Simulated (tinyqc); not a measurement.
States in the gap of a film: thin (001) film in sp3s* tight binding with raised dangling bonds.

Planes alternate anion (a), cation (c) along [001], a/4 apart, starting with an anion; zero in-plane momentum; levels counted from the bulk Ev, the lower root of [[Epa, Vxx], [Vxx, Epc]]; no spin-orbit coupling. Block of s, pz, s*: from an anion to the cation above, Vss/2 (s,s), Vsapc/2 (s,z), -Vscpa/2 (z,s), Vxx/2 (z,z), Vxapc/2 (s*,z), -Vpaxc/2 (z,s*); to the cation below the same with the s-z and s*-z signs reversed. Block of u = (px + py)/sqrt2 and v = (px - py)/sqrt2: to the cation above (Vxx + Vxy)/2 for u and (Vxx - Vxy)/2 for v, to the cation below the reverse. Each surface atom has two dangling sp3 hybrids; raising both by dl adds (dl/2) [[1, t], [t, 1]] to its s, pz levels (t = -1 at the bottom face, +1 at the top) and dl to the one of u, v in whose plane the missing bonds lie (v for a bottom anion or a top cation, u for a top anion).

Values chosen for the exercise (out of a larger set: near a published set for Si, fitted to gaps, whose masses and valley positions are rough; not measured data): p = (-4.183, 1.706, -4.183, 1.706, 6.641, 6.641, -8.211, 1.71, 4.569, 5.674, 5.674, 5.311, 5.311) eV (order Esa, Epa, Esc, Epc, Exa, Exc, Vss, Vxx, Vxy, Vsapc, Vscpa, Vxapc, Vpaxc); Nw = 18 (planes in the thicker film).

edges (eV): Gamma 3.42000, Delta 1.18317

Levels between 0 and the lower bulk edge, the largest weight on the two outer planes of both faces among them, and the nearest levels outside, for several shifts dl.

Film of Nw planes:
```
dl (eV)  levels in the gap       at (eV)  surface weight  next above (eV)  next below (eV)
0                        2  0.232, 0.324            0.76           1.2582          -0.1073
1                        2  0.731, 0.765            0.83           1.2582          -0.1073
2                        1         1.176            0.43           1.2081          -0.1073
3                        0             -               -           1.2403          -0.1073
5                        0             -               -           1.2520          -0.1073
10                       0             -               -           1.2561          -0.1073
30                       0             -               -           1.2579          -0.1073
100                      0             -               -           1.2581          -0.1073
```

Can the levels of the bare film be read as confined subbands?

No: with bare surfaces (dl = 0) 2 levels lie in the bulk gap, with up to 76 % of the weight on the four outer planes, two a face, where an even spread gives 22 %; these are dangling-bond states, not subbands. The reruns show the bulk gap clear from dl = 3 eV on, and at dl = 30 eV the next level above lies -0.3 meV from its value at 100 eV.

Run: tinyqc, `OMP_NUM_THREADS=1 python tinyqc.py 1451707 1451708 out.jsonl`; Intel(R) Xeon(R) Processor @ 2.30GHz, one thread, shared host; about 0.3 s of CPU time with all checks.
